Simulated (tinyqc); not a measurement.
How errors in the targets pass to the parameters: fitting sp3s* parameters to three gaps by Newton steps.

J:
```
            Vss     Vxapc     Vpaxc
Gamma  -0.83413   0.00000   0.00000
X       0.00000  -0.85236   0.00000
L      -0.16720  -0.26983  -0.10878
```

The gaps at Gamma, X and L of an sp3s* model are fitted with Vss, Vxapc and Vpaxc; J holds the derivatives of the gaps by these parameters at the start. The change of each parameter for +10 meV on one target is 10 J^-1, in meV.

Shifts (meV):

| target raised | Vss | Vxapc | Vpaxc |
|---|---|---|---|
| Gamma | -12.0 | 0.0 | 18.4 |
| X | 0.0 | -11.7 | 29.1 |
| L | 0.0 | 0.0 | -91.9 |

root sum of squares (meV): Vss 12.0, Vxapc 11.7, Vpaxc 98.2

What does the comparison show?

Independent errors of 10 meV leave Vpaxc least certain (98 meV) and Vxapc best fixed (11.7 meV, level with Vss). The largest single entry, 92 meV, comes from the target at L.

Run: tinyqc, `OMP_NUM_THREADS=1 python tinyqc.py 1482379 1482380 out.jsonl`; Intel(R) Xeon(R) Processor @ 2.30GHz, one thread, shared host; about 0.2 s of CPU time with all checks.
